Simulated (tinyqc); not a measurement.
# Changing the probe frequency / omega_TO

Model: single-oscillator infrared dielectric function of a polar cubic crystal. Computed by tinyqc, a small Python program. Command: `OMP_NUM_THREADS=1 python tinyqc.py 3008678 3008679 out.jsonl infrared sweep`. One thread of a shared host (Intel(R) Xeon(R) Processor @ 2.30GHz), about 0.01 s of CPU time with the checks.

One ion pair, charges +Z* and -Z*, in a cell of volume Omega = a^3/4. Frequencies omega are given as wavenumbers (1/cm); eps_s is the static dielectric constant.

Inputs (values chosen for the exercise, modelled on magnesium oxide): lattice constant a = 4.21 angstrom; mass M_A = 24.305 u; mass M_B = 15.999 u; omega_TO = 397 1/cm; Born charge Z* = 1.9 e; eps_inf = 2.99; phonon damping gamma = 7.5 1/cm.

Structure: rock salt. Free carriers: absent.

Constants: nu for 1 eV/(angstrom^2 u) = 15.6333042 THz; 1 THz = 33.35640952 1/cm; e^2/(4 pi eps_0) = 14.39964548 eV angstrom.

Method:
- mu = M_A M_B/(M_A + M_B); ionic plasma term W^2 = 4 pi Z*^2 (e^2/(4 pi eps_0))/(Omega mu) in eV/(angstrom^2 u), turned into 1/cm by W = 15.6333042 x 33.35640952 x sqrt(W^2); omega_LO^2 = omega_TO^2 + W^2/eps_inf; eps_s = eps_inf + W^2/omega_TO^2; Szigeti charge 3 Z*/(eps_inf + 2); longitudinal (Callen) charge Z*/eps_inf.
- eps(omega) = eps_inf + W^2/(omega_TO^2 - omega^2 - i gamma omega); n + i k = sqrt(eps) with k >= 0; R = |(n + i k - 1)/(n + i k + 1)|^2 at normal incidence from vacuum.
- omega is the probe ratio times omega_TO. Intensity decays over 1/(4 pi omega k); the loss function is Im(-1/eps).

One run for each value:
```
probe frequency / omega_TO  reflectivity R   Re eps           n           k
0.6                                0.31668   12.771  3.5738e+00  2.4237e-02
0.7                                0.35097   15.260  3.9067e+00  4.0721e-02
0.8                                0.40612   20.354  4.5123e+00  8.0777e-02
0.9                                0.50957   35.687  5.9788e+00  2.4469e-01
1.0                                0.85565    2.990  1.2932e+01  1.2816e+01
1.1                                0.95993  -26.540  2.8319e-01  5.1595e+00
1.2                                0.96491  -11.204  1.0918e-01  3.3491e+00
1.3                                0.96372   -6.074  6.5428e-02  2.4654e+00
1.4                                0.95870   -3.528  4.7787e-02  1.8789e+00
1.5                                0.94846   -2.017  3.9946e-02  1.4208e+00
1.6                                0.92692   -1.023  3.8414e-02  1.0120e+00
1.7                                0.86148   -0.322  4.9382e-02  5.6989e-01
1.8                                0.14902    0.195  4.4422e-01  4.7757e-02
1.9                                0.01717    0.591  7.6918e-01  2.1445e-02
```

What does the table show, and why?

Over the rows, reflectivity R goes from 0.317 through a maximum among these rows, 0.965 at 1.20, to 0.0172; Re eps lies between -26.5 and 35.7 without a single trend. Re eps is negative for probe frequencies from 1.1 to 1.7 omega_TO among these rows, where R averages 0.94.

Extremes, crossings and ranges named in words are read from the listed rows.
